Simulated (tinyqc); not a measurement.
Raising D: domain walls in a thin film with perpendicular anisotropy: Bloch, Neel and chiral walls, motion and stripe domains. Computed by tinyqc, a small Python program. Command: `OMP_NUM_THREADS=1 python tinyqc.py 3015066 3015067 out.jsonl mwall walk`. One thread of a shared host (Intel(R) Xeon(R) Processor @ 2.30GHz), about 0.01 s of CPU time with the checks.

One-dimensional wall: polar angle theta(x), azimuth phi of the moment in the wall (phi = 0 Neel, 90 degrees Bloch). mu_0 = 1.25663706212e-6 T m/A, gamma = 1.76085963023e11 rad/(s T).

Inputs (values chosen for the exercise, for a model film):
```
quantity                      value    unit
saturation magnetisation M_s    726    kA/m
exchange stiffness A             17    pJ/m
uniaxial anisotropy K_u         525  kJ/m^3
DMI constant D                 0.68  mJ/m^2
thickness t                     2.2      nm
```

Method. K_eff = K_u - mu_0 M_s^2/2; Delta = sqrt(A/K_eff); sigma_0 = 4 sqrt(A K_eff); profile theta = 2 arctan exp(x/Delta); quality factor Q = 2 K_u/(mu_0 M_s^2). sigma(phi) = sigma_0 + 2 Delta K_D cos^2(phi) - pi D cos(phi), with the wall shape anisotropy K_D = N_x mu_0 M_s^2/2, N_x = t ln 2/(pi Delta). The minimum has cos(phi) = D/D_N for D < D_N = 4 Delta K_D/pi and phi = 0 beyond; sigma turns negative at D_c = (sigma_0 + 2 Delta K_D)/pi.

D_N = 0.204673 mJ/m^2

D_c = 2.41357 mJ/m^2

width parameter Delta = 9.36517 nm

sigma_0 = 7.26094 mJ/m^2

Wall against D; the last column is the Kaplan-Gehring width, log10[0.955 t exp(pi sigma/(mu_0 M_s^2 t))/nm], with a dash where it falls below 10 Delta and the formula fails:
```
D (mJ/m^2)  phi (degrees)  sigma (mJ/m^2)  sigma/sigma_0  log10 domain width
0.041              78.444          7.2480        0.99822              7.1090
0.100              60.753          7.1842        0.98943              7.0492
0.160              38.580          7.0645        0.97294              6.9371
0.480               0.000          6.0745        0.83660              6.0101
0.970               0.000          4.5351        0.62459              4.5688
1.400               0.000          3.1842        0.43854              3.3039
1.900               0.000          1.6134        0.22221                   -
2.200               0.000          0.6709        0.09240                   -
```

What does the comparison show, and why?

D_N is 8 % of D_c, so a small D fixes the chirality long before it lowers the energy much. Beyond D_N sigma falls by pi per unit of D, and the domain width, which has sigma in an exponent, drops by 3.8 decades over the valid rows (values above 6 mean a single domain in any device).

Extremes, crossings and ranges named in words are read from the listed rows.
